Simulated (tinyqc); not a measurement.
What moves the results: cylindrical quantum wire. A value that a table varies takes the place of the one given here.

A cylinder of radius R, isotropic masses, c = hbar^2/2m0, k = sqrt(mw E/c), kappa = sqrt(mb (V0 - E)/c). State (n, m) is J_m(k r) inside and K_m(kappa r) outside; psi and psi'/m are continuous: (k/mw) J_m'(kR)/J_m(kR) = (kappa/mb) K_m'(kappa R)/K_m(kappa R).

With hard walls E = c (x/R)^2/mw, x a zero of J_m: (1,0) 2.404826; (2,0) 5.520078; (1,1) 3.831706; (2,1) 7.015587; (1,2) 5.135622; (2,2) 8.417244; (1,3) 6.380162; (2,3) 9.761023.

Constants: hbar^2/2m0 = 3.80998211 eV angstrom^2.

Values chosen for the exercise (near those of a non-polar GaN wire in AlN; shifted at random, so the results belong to these values and not to a real crystal): V0 = 1.934 eV (barrier height); mw = 0.205 m0 (mass inside); mb = 0.307 m0 (mass outside); Rs = (12, 14, 17, 22, 29, 37, 51) angstrom (radii); R = 17 angstrom (radius).

## Radius

The two lowest states against R; a dash marks an unbound state.

Levels (eV):
```
R (angstrom)   (1,0)   (1,1)  (1,0), hard walls  flat well of width 2R
12            0.4206  1.0545             0.7464                 0.1838
14            0.3333  0.8402             0.5484                 0.1448
17            0.2454  0.6208             0.3719                 0.1060
22            0.1602  0.4062             0.2221                 0.0689
29            0.0995  0.2524             0.1278                 0.0426
37            0.0644  0.1634             0.0785                 0.0276
51            0.0357  0.0907             0.0413                 0.0153
```

The lowest state is bound at every radius listed. (1,1) is bound at every radius listed. At the largest radius the level is 0.86 of the hard-wall value and 2.34 times that of the flat well (the hard-wall ratio is 2.34); the exponent d ln E/d ln R between the last two radii is -1.83. Levels above about 0.3 eV lie beyond the range of a parabolic mass.

## Shape and dimension

Lowest level with hard walls: film c (pi/2R)^2/mw, cylinder c (2.404826/R)^2/mw, sphere c (pi/R)^2/mw, square or cube of side a: 2 or 3 times c (pi/a)^2/mw; c = hbar^2/2m0. Finite barriers V0 with outer mass mb and psi, psi'/m continuous for film, cylinder and sphere (not separable for the square and the cube: dash).

Lowest level (eV):
```
shape                      hard walls  finite barrier
film, width 2R                 0.1587          0.1060
cylinder, radius R             0.3719          0.2454
square wire of equal area      0.4041               -
sphere, radius R               0.6347          0.4129
cube of equal volume           0.7328               -
```

With hard walls the levels of film, cylinder and sphere stand as 1 : 2.34 : 4.00; with the finite barrier as 1 : 2.31 : 3.89. The square lies 8.6 % above the circle of equal area and the cube 15.5 % above the sphere of equal volume: round shapes give the lowest level for a given size.

## What each parameter does

The lowest level (1,0) and its distance to V0. Each row changes one parameter from the base and keeps the others.

Results:
```
case             E (eV)  V0 - E (eV)     k R
base             0.2454       1.6886  1.9533
R = 19 angstrom  0.2047       1.7293  1.9939
V0 = 1.644 eV    0.2375       1.4065  1.9216
mw = 0.1845 m0   0.2612       1.6728  1.9120
mb = 0.3837 m0   0.2345       1.6995  1.9097
```

The largest shifts from the base row, up to three for each result and ties (the steps differ in size, so this ranks the rows, not the parameters). E (eV): R -0.0407, mw +0.0159, mb -0.0108. V0 - E (eV): V0 -0.2821, R +0.0407, mw -0.0159. k R: mb -0.0436, mw -0.0412, R +0.0406.

Program tinyqc; command `OMP_NUM_THREADS=1 python tinyqc.py 1281976 1281977 out.jsonl`; about 0.01 s on one thread of a shared Intel(R) Xeon(R) Processor @ 2.30GHz.
